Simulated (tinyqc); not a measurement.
Trap and transport parameters from the curve.

Question. A layer shows an ohmic current q n0 mu V/L, then a square law (9/8) th eps0 eps_r mu V^2/L^3 above Vx = 8 q n0 L^2/(9 th eps0 eps_r), and trap filling at V_TFL = q Nt L^2/(2 eps0 eps_r). th = y/(1 + y), y = (Nc/Nt) exp(-Et/kB T). The square-law current at V is given. Find th, n0, Nt and Et.

Inputs (values chosen for the exercise):
- T = 300 K (temperature)
- eps_r = 19 (relative permittivity)
- mu = 0.02 cm^2/(V s) (mobility)
- L = 1400 nm (thickness)
- Nc = 2.7e20 cm^-3 (band density of states)
- V = 3.1 V (voltage)

Constants: q = 1.602176634e-19 C, kB = 1.380649e-23 J/K, Vt = kB T/q, eps0 = 8.8541878128e-14 F/cm where lengths are in cm. Results are converted to the units shown.

Mott-Gurney J = 9.6863868e-7 A/cm^2
Vx = 0.47686257 V
V_TFL = 93.332766 V

Answer. The square law gives th, Vx gives n0, V_TFL gives Nt, and th with Nt gives Et.

th = 7.31e-6
n0 = 2.10e9 cm^-3
Nt = 1.00e17 cm^-3
Et = 0.510 eV

tinyqc, about 0.01 s, one thread, Intel Xeon 2.30GHz (shared host): `OMP_NUM_THREADS=1 python tinyqc.py 2370127 2370128 out.jsonl`
